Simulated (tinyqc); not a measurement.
Interlayer thickness: switching kinetics of a ferroelectric film and the memory window of a ferroelectric gate stack. Computed by tinyqc, a small Python program. Command: `OMP_NUM_THREADS=1 python tinyqc.py 3013256 3013257 out.jsonl feswitch walk`. One thread of a shared host (Intel(R) Xeon(R) Processor @ 2.30GHz), about 0.03 s of CPU time with the checks.

Fields in MV/cm; 1 microcoulomb/cm^2 over eps_0 is 11.29409 MV/cm. In the stack (metal, ferroelectric, interlayer, channel) the channel is taken as a conductor.

Inputs (values chosen for the exercise, for a model film):

| quantity | value | unit |
|---|---|---|
| saturation polarisation P_s | 22 | microcoulomb/cm^2 |
| ratio P_r/P_s | 0.74 | - |
| coercive field E_c | 1.3 | MV/cm |
| permittivity of the ferroelectric eps_F | 24 | - |
| thickness t_F | 16 | nm |
| permittivity of the interlayer eps_I | 3.9 | - |
| share s of P screened by trapped charge | 0.85 | - |
| pulse height V | 5.8 | V |
| breakdown field of the interlayer | 12 | MV/cm |

Method. Series stack: V = E_F t_F + E_I t_I and eps_I E_I = eps_F E_F + (1 - s) P/eps_0. E_I is for P = +P_s at the pulse height, the depolarising field for P = +P_r at V = 0; V needed puts E_F = 1.5 E_c after switching.

Stack against t_I:

| t_I (nm) | E_F after (MV/cm) | E_I (MV/cm) | depolarising field / E_c | V needed (V) |
|---|---|---|---|---|
| 0.3 | 3.0894 | 28.568 | 0.09145 | 3.7667 |
| 0.5 | 2.7898 | 26.725 | 0.14258 | 4.1978 |
| 0.8 | 2.4067 | 24.367 | 0.20800 | 4.8445 |
| 1.2 | 1.9899 | 21.802 | 0.27915 | 5.7068 |
| 1.6 | 1.6525 | 19.725 | 0.33675 | 6.5690 |
| 2.0 | 1.3737 | 18.010 | 0.38434 | 7.4313 |
| 3.0 | 0.8511 | 14.794 | 0.47356 | 9.5870 |

Each nanometre of interlayer costs 2.16 V, against 0.20 V for a nanometre of ferroelectric. The depolarising field grows from 0.09 to 0.47 E_c. At E_F = 1.5 E_c the interlayer carries (1.5 eps_F E_c + (1 - s) P_s/eps_0)/eps_I = 21.6 MV/cm whatever its thickness, above its breakdown field of 12 MV/cm, so the voltages in the last column could not be applied without breakdown. Caution: rows with E_I above the breakdown field of the interlayer cannot be reached without charge injection. Caution: where E_F after switching is below E_c the switching stalls before P_s, and where the depolarising field exceeds E_c the state switches back, so those rows describe states that are not held.
